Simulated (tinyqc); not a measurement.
Inside a calculation: deformation potentials from a strained empirical pseudopotential. Values are carried at full precision from step to step, so a last printed digit may differ when a step is redone from the rounded ones.

Diamond lattice, no spin-orbit coupling. Atomic form factor V(q) = a1 (q^2 - a2)/(a3 exp(a4 q^2) - 1) in rydberg with q in 1/bohr, for the unstrained cell. Under a strain e the reciprocal vectors and k go over into (1 + e)^(-1) G, the atoms sit at +/- tau with tau = (1 + e) a (1,1,1)/8 - zeta a (eyz, ezx, exy)/4, and H(G,G') = c |k + G|^2 delta + (V(q)/det(1 + e)) cos(q.tau), q = G - G', with the term q = 0 left out; c = hbar^2/2m0. The basis is fixed before straining: all G with |k + G|^2 up to 16 (2 pi/a)^2. k is given in units of 2 pi/a of the unstrained cell.

Constants: a0 (Bohr radius) = 0.5291772105 angstrom; hbar^2/2m0 = 3.80998211 eV angstrom^2; Ry = 13.60569312 eV.

Inputs chosen for the exercise (a germanium-sized cell with gaps well above those of Ge; shifted at random, so the results belong to these values and not to a real crystal): a = 5.659 angstrom (lattice constant); A = (0.397, 2.431, 2.053, 0.456) (a1 (Ry bohr^2), a2 (1/bohr^2), a3, a4 (bohr^2)); h = 0.004 (size of the test strain); kD = 0.82 2 pi/a (position of the Delta minimum); zeta = 0.51 (internal-strain parameter).

## Form factors, unstrained and under a volume change

q^2 = n (2 pi/a)^2 a0^2 for the shells n = 3, 8, 11; for e = h 1, q^2 is divided by (1 + h)^2 and V by (1 + h)^3. Last column: the change divided by the relative change of volume, (1 + h)^3 - 1.

Form factors:
```
n   q^2 (1/bohr^2)    V (Ry)  V expanded (Ry)  dV/(dVol/Vol) (Ry)
3          1.03563  -0.24168         -0.24151              0.0139
8          2.76168   0.02106          0.01966             -0.1167
11         3.79730   0.05118          0.05020             -0.0810
```

## Gaps under a volume change

e = -h 1, 0, +h 1; gaps from the valence top to the s-like level at Gamma (level 5), and to level 5 at (kD,0,0) and (1/2,1/2,1/2).

Gaps (eV):
```
gap             e = -h    e = 0   e = +h
Gamma, s-like  1.66264  1.55494  1.44796
Delta          1.29073  1.30112  1.31044
L              1.18091  1.14590  1.11064
```

## Hydrostatic deformation potentials

a = [E(+h) - E(-h)]/(3 ln((1 + h)/(1 - h))).

a of the gaps to Gamma, Delta, L (eV): -8.94  0.82  -2.93

Compression opens the Gamma gap, opens the L gap and closes the Delta gap. Only differences are defined here: the absolute shifts depend on the mean potential, which this model leaves out.

## Tetragonal strain

e = diag(-h/2, -h/2, h). Level 5 at (kD,0,0) and (0,0,kD), and levels 2 to 4 at Gamma, all from the mean of the three valence levels.

Delta x, Delta z (eV): 1.28561  1.33209

valence levels (eV): -0.03596  0.01798  0.01798

## Xu of the Delta valleys and b

For e = diag(-h/2, -h/2, h): E(Delta z) - E(Delta x) = Xu (ezz - exx), and without spin-orbit coupling E(Z) - E(X, Y) = 3 b (ezz - exx); Z is the single level, X and Y the pair.

Xu = 7.75 eV
b = -3.00 eV

Stretching along z raises the valleys on the z axis and lowers the Z valence state. One-sided differences carry an error of order h. A local potential fitted to band energies alone fixes these slopes only roughly; b tends to come out too large and Xu of L too small.

## Trigonal strain

exy = eyz = ezx = h, with the internal displacement. Level 5 at (1/2,1/2,1/2) and (1/2,-1/2,-1/2), and levels 2 to 4 at Gamma, from the mean of the three valence levels.

L [111], L [1-1-1] (eV): 1.23572  1.11546

valence levels (eV): -0.04190  0.02095  0.02095

## Xu of the L valleys and d

For the tensor strain exy = eyz = ezx = h: E(L [111]) - E(L [1-1-1]) = (8/3) Xu h, and E(single valence level) - E(pair) = 3 sqrt(3) d h. Find Xu and d.

Xu (L) = 11.28 eV
d = -3.02 eV

## Checks

- Level 5 at (kD,0,0) and (0,kD,0) under the tetragonal strain (eV): both 10.4155.

(tinyqc, `OMP_NUM_THREADS=1 python tinyqc.py 1850359 1850360 out.jsonl`, Intel(R) Xeon(R) Processor @ 2.30GHz, 1 thread, shared host, about 0.2 s.)
